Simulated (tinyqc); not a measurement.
Inside a calculation. Model: energy and delay of logic against supply voltage.

tinyqc, about 0.01 s, one thread, Intel Xeon 2.30GHz (shared host): `OMP_NUM_THREADS=1 python tinyqc.py 2082197 2082198 out.jsonl` Printed values are rounded.

One expression serves below and above threshold: I(Vg) = Ik [ln(1 + exp((Vg - VT + dd V)/(al nf Vt)))]^al, with I_on = I(V) and I_off = I(0). Gate delay td = kd C V/I_on, clock period LD td. Per gate and cycle the switching energy is act C V^2 and the leakage energy I_off V LD td. No short-circuit current, no variation. Minima are sought above 0.09 V; below a few Vt gates no longer switch and the model has no meaning.

Parameters, values chosen for the exercise; values of the order met in logic technologies: temperature T = 330 K; threshold voltage at zero drain bias VT = 0.45 V; slope factor nf = 1.08; barrier lowering per volt of supply dd = 0.06; specific current of a gate Ik = 1.8 uA; exponent of the current law al = 1.58; load capacitance of a gate C = 2.8 fF; delay factor kd = 1; logic depth LD = 60; activity factor act = 0.05; supply voltage V = 1.05 V.

Constants: q = 1.602176634e-19 C, kB = 1.380649e-23 J/K, Vt = kB T/q. Results are converted to the units shown.

## Currents, delay and energies

I_on, I_off, td, clock frequency 1/(LD td), both energies and their sum.

I_on = 112.056 uA
I_off = 0.00606273 nA
td = 26.2369 ps
clock frequency = 0.635238 GHz
switching energy = 154.350 aJ
leakage energy = 0.0100212 aJ
energy = 154.360 aJ

I_on/I_off = 1.85e7; leakage makes up 0.00649 % of the energy.

## Starting value

V = 0.32 V.

V at the start = 0.32 V

## Iteration 1: new V

Minimum-energy supply: E(V) is the energy per gate and cycle; with h = 0.001 V, E' = (E(V + h) - E(V - h))/(2 h), E'' = (E(V - h) - 2 E(V) + E(V + h))/h^2, V(new) = V - E'/E''.

E' = 75.9033 aJ/V
E'' = 625.433 aJ/V^2
V after iteration 1 = 0.198639 V

## Iteration 2: new V

As before.

E' = -175.912 aJ/V
E'' = 4961.88 aJ/V^2
V after iteration 2 = 0.234092 V

## Iteration 3: new V

As before.

E' = -42.8052 aJ/V
E'' = 2712.97 aJ/V^2
V after iteration 3 = 0.249869 V

## Course of the iteration

Stop when the step is below 1e-9 V, or after 40 iterations.

Course of the iteration:
```
iteration  V before the step (V)   step (V)
1                           0.32     -0.121
2                       0.198639     0.0355
3                       0.234092     0.0158
4                       0.249869    2.76e-3
5                       0.252630    7.25e-5
6                       0.252703    4.64e-8
7                       0.252703  -1.30e-12
```

Converged in 7 iterations. There leakage makes up 24.6 % of the energy and the clock runs at 0.111 MHz.
